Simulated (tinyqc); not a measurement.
What each parameter does: interface roughness in a thin film (subband fluctuation and scattering).

Square well of width t, barriers V0, c = hbar^2/2m0: E1 solves k t + 2 atan[(k/mz)/(kappa/mb)] = pi, k = sqrt(mz E/c), kappa = sqrt(mb (V0 - E)/c). One interface is rough, so the subband edge fluctuates by G dt with G = |dE1/dt| (central difference of 0.01 angstrom; 2 E1/t for hard walls).

Gaussian roughness spectrum S(q) = pi D^2 Lc^2 exp(-q^2 Lc^2/4). Degenerate gas, taken to fill one subband (the second starts to fill once c kF^2/md exceeds E2 - E1, which is not tested here): kF = sqrt(2 pi Ns/gv), q = 2 kF sin(theta/2), 1/tau = (md/(2 pi c hbar)) G^2 times the integral from 0 to pi of S(q)(1 - cos theta)/eps(q)^2 dtheta, eps(q) = 1 + qs/q with screening (qs = gv md q0/(c eps), q0 = e^2/(4 pi eps0), form factors left out, which overstates the screening; other scattering is left out too, so these values lie far above measured mobilities in all but the thinnest films) or 1 without; mobility = tau c2/md with c2 = e/m0 = 1.75882e15 cm^2/(V s^2); 1e12/cm^2 = 1e-4/angstrom^2.

Constants: hbar^2/2m0 = 3.80998211 eV angstrom^2; hbar = 6.58211957e-16 eV s; e^2/(4 pi eps0) = 14.39964547 eV angstrom.

Inputs chosen for the exercise (near those of a thin Si channel on (100), two-fold valleys; the results hold for these values, not for the real material):
- t = 24 angstrom (film thickness)
- mz = 0.905 m0 (confinement mass)
- V0 = 3.21 eV (barrier)
- mb = 0.53 m0 (barrier mass)
- md = 0.187 m0 (mass in the plane)
- gv = 2 (valleys)
- D = 1.9 angstrom (rms height of the roughness)
- Lc = 12 angstrom (correlation length)
- Ns = 2.3 x 1e12/cm^2 (sheet density)
- eps = 7.7 (mean dielectric constant at the channel)

G, G D, and the screened mobility.

One parameter was then changed.

Results before and after:
```
case     G (meV/angstrom)  G D (meV)  mobility (cm^2/(V s))
base                4.856       9.23              1.771e+05
changed             8.046      15.29              6.451e+04
```

Which of these changes was made? (a) eps = 9.2; (b) V0 = 2.25 eV; (c) Lc = 20 angstrom; (d) mz = 1.041 m0; (e) t = 20 angstrom; (f) D = 2.47 angstrom; (g) Ns = 3.68 x 1e12/cm^2; (h) md = 0.215 m0.

Answer: (e) t = 20 angstrom. Of the candidates, run in turn, only this one gives the changed row.

All candidates:
```
case                   G (meV/angstrom)  G D (meV)  mobility (cm^2/(V s))
base                              4.856       9.23              1.771e+05
t = 20 angstrom                   8.046      15.29              6.451e+04
D = 2.47 angstrom                 4.856      11.99              1.048e+05
Lc = 20 angstrom                  4.856       9.23              7.415e+04
Ns = 3.68 x 1e12/cm^2             4.856       9.23              1.296e+05
mz = 1.041 m0                     4.337       8.24              2.220e+05
md = 0.215 m0                     4.856       9.23              1.677e+05
V0 = 2.25 eV                      4.662       8.86              1.922e+05
eps = 9.2                         4.856       9.23              1.343e+05
```

In the base case G D is 0.63 times EF - E1 = 14.7 meV.

Program tinyqc; command `OMP_NUM_THREADS=1 python tinyqc.py 1250080 1250081 out.jsonl`; about 0.01 s on one thread of a shared Intel(R) Xeon(R) Processor @ 2.30GHz.
